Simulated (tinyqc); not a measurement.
# Stability and critical current from long pulses

Inverse problem. For long pulses a magnetic tunnel junction switches at I = Ic0 [1 - ln(tp/t0)/Delta]. Find Ic0 and Delta.

Inputs (values chosen for the exercise): attempt time t0 = 1 ns.

switching current for pulses of 0.0001 and 0.1 s (uA): [23.174710, 19.310834]

Answer. I is linear in ln tp: it equals Ic0 at tp = t0, and the slope is -Ic0/Delta.

Ic0 = 29.6 uA
Delta = 52.9

Numbers from tinyqc (`OMP_NUM_THREADS=1 python tinyqc.py 2450151 2450152 out.jsonl`; about 0.01 s on one thread of a shared Intel Xeon 2.30GHz).
